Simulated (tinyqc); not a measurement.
Model parameters from four stresses.

Question. The threshold shift of a transistor under bias-temperature stress follows dV = A (V/V0)^g exp[-(Ea q/kB)(1/T - 1/T0)] (t/1 s)^n. Find n, A, g and Ea.

Values chosen for this exercise:
- V0 = 1.9 V (reference stress voltage)
- T0 = 373 K (reference temperature)

Constants: q = 1.602176634e-19 C, kB = 1.380649e-23 J/K. Results are converted to the units shown.

dV at (V0, T0, 10 s), (V0, T0, 1000 s), (1.6 V, T0, 1000 s) and (V0, 398 K, 1000 s) (mV): [6.9518094, 15.208902, 7.5179602, 16.770012]

Answer. Each pair differs in one condition, and the logarithm of its ratio gives one exponent.

n = 0.170
A = 4.70 mV
g = 4.10
Ea = 0.0500 eV

tinyqc, about 0.01 s, one thread, Intel Xeon 2.30GHz (shared host): `OMP_NUM_THREADS=1 python tinyqc.py 2070030 2070031 out.jsonl`
